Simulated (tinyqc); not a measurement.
Short-channel transistor, virtual-source model with series resistance: one step of the calculation.

The current per gate width is the charge at the top of the source barrier (the virtual source) times its velocity times a saturation function; al and be are fitting constants of the model. Units: I in uA/um, Rs in ohm um, so I Rs = 1e-6 I Rs in volts; Q in uC/cm^2, so I = 1e-4 Q vx0 Fsat with vx0 in cm/s.

Problem. What the series resistance costs. Intrinsic voltages Vg' = Vgs - I Rs, Vd' = Vds - 2 I Rs. n = n0 + nd Vd', VT = VT0 - dl Vd', Ff = 1/(1 + exp((Vg' - VT + al Vt/2)/(al Vt))), Q = Cinv n Vt ln(1 + exp((Vg' - VT + al Vt Ff)/(n Vt))), Vdsat = (vx0 L/mu)(1 - Ff) + Vt Ff, Fsat = u/(1 + u^be)^(1/be) with u = Vd'/Vdsat, and I = Q vx0 Fsat per width. I0 is the current for Rs = 0. Effective velocity I/Q; transit time L Q/I.

Values chosen for this exercise: temperature T = 300 K; inversion capacitance Cinv = 3.59 uF/cm^2; velocity at the virtual source vx0 = 3.83e7 cm/s; apparent mobility mu = 700 cm^2/(V s); channel length L = 130 nm; threshold at zero drain voltage VT0 = 0.35 V; drain-induced barrier lowering dl = 0.035 V/V; subthreshold factor n0 = 1.07; growth of n with drain voltage nd = 0.05 1/V; threshold shift (in units of Vt) from weak to strong inversion al = 3.5; sharpness of saturation be = 1.4; series resistance of each contact Rs = 150 ohm um; gate voltage Vgs = 1 V; drain voltage Vds = 1 V.

Constants: q = 1.602176634e-19 C, kB = 1.380649e-23 J/K, Vt = kB T/q. Results are converted to the units shown.

converged I = 2060.3698 uA/um
I0 = 6672.2098 uA/um

Wanted: loss against I0; effective velocity; transit time.

Solution.

loss against I0 = 69.120 %
effective velocity = 1.6149e7 cm/s
transit time = 0.80501 ps

Computed by the program tinyqc: `OMP_NUM_THREADS=1 python tinyqc.py 2380129 2380130 out.jsonl`, one thread of a shared Intel Xeon 2.30GHz, about 0.01 s for the whole run.
